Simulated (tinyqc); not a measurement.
# MOS capacitor on an n-type substrate, surface potential from the exact charge relation: effect of the density of interface traps on threshold and swing

Uniform n-type substrate, Boltzmann statistics, full ionisation, classical densities. psi is the surface potential against the body (positive when the bands bend down) and u = -psi/Vt. Traps are spread evenly over the gap and neutral at flat band, so their charge is -q Dit psi; the minority quasi-Fermi level is shifted by Vb.

ni = sqrt(Nc Nv) exp(-Eg/(2 Vt)), Eg in volts; phiF = Vt ln(N/ni); Cox = eps0 eox/tox; Vfb = phiM - chi - Vt ln(Nc/N) - q Nf/Cox; VT = Vfb - [(2 phiF + Vb)(1 + q Dit/Cox) + sqrt(2 eps0 eps_r q N (2 phiF + Vb))/Cox]. gamma = sqrt(2 eps0 eps_r q N)/Cox; Wm = sqrt(2 eps0 eps_r (2 phiF + Vb)/(q N)); m = 1 + (eps0 eps_r/Wm + q Dit)/Cox; swing m Vt ln 10; Cmin/Cox = 1/(1 + Cox Wm/(eps0 eps_r)).

Parameters, values chosen for the exercise; band and dielectric values close to those of silicon: temperature T = 300 K; band gap Eg = 1.14 eV; relative permittivity eps_r = 11.9; conduction-band density of states at T Nc = 2.8e19 cm^-3; valence-band density of states at T Nv = 2.69e19 cm^-3; electron affinity chi = 4.01 eV; donor density of the substrate N = 3.2e18 cm^-3; relative permittivity of the gate insulator (close to hafnium oxide) eox = 22.3; insulator thickness tox = 27 nm; gate work function phiM = 5.01 eV; fixed charge at the interface, in units of q Nf = -2.4e11 cm^-2; reverse bias of the inversion layer against the body Vb = 0 V.

Constants: q = 1.602176634e-19 C, kB = 1.380649e-23 J/K, Vt = kB T/q, eps0 = 8.8541878128e-14 F/cm where lengths are in cm. Results are converted to the units shown.

The same in every row: Vfb (V) = 0.9965; 2 phiF (V) = 1.029; gamma (V^0.5) = 1.421; Wm (nm) = 20.56; Cmin/Cox = 0.4120.

Effect of the density of interface traps on threshold and swing:
```
Dit (cm^-2 eV^-1)	VT (V)	m	swing (mV/decade)
0	-1.474	1.701	101.2
1e10	-1.476	1.703	101.4
3e10	-1.481	1.707	101.6
1e11	-1.497	1.723	102.5
3e11	-1.542	1.766	105.1
1e12	-1.700	1.920	114.3
3e12	-2.150	2.358	140.4
1e13	-3.728	3.892	231.6
```

As Dit goes from 0 to 1e13, VT falls from -1.47 to -3.73 V, the swing rises from 101 to 232 mV/decade and Cmin/Cox stays at 0.412. Vfb does not move.

Program tinyqc, `OMP_NUM_THREADS=1 python tinyqc.py 2060035 2060036 out.jsonl`; Intel Xeon 2.30GHz, shared host, one thread, about 0.01 s.
